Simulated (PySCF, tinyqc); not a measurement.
CCD on RHF in the sto-3g basis, for H4, spin multiplicity 1, step by step. The lowest restricted solution is unstable here: a spin-polarised one lies 0.0282 hartree lower (PySCF). One step of it, computed by the program tinyqc.

Question. Orthogonalisation. S = U s U^T; symmetric (Loewdin) form X = U s^(-1/2) U^T, so that X^T S X = 1.

overlap S, lower triangle:
```
          1H 1s     2H 1s     3H 1s     4H 1s
1H 1s  1.000000
2H 1s  0.345502  1.000000
3H 1s  0.031071  0.273760  1.000000
4H 1s  0.001652  0.031071  0.345502  1.000000
```

Give: eigenvalues of S; X.

Answer.

eigenvalues of S: 0.5197  0.7373  1.2049  1.5381

X, lower triangle:
```
         1H 1s    2H 1s    3H 1s   4H 1s
1H 1s   1.0504
2H 1s  -0.1935   1.0841
3H 1s   0.0250  -0.1595   1.0841
4H 1s  -0.0041   0.0250  -0.1935  1.0504
```
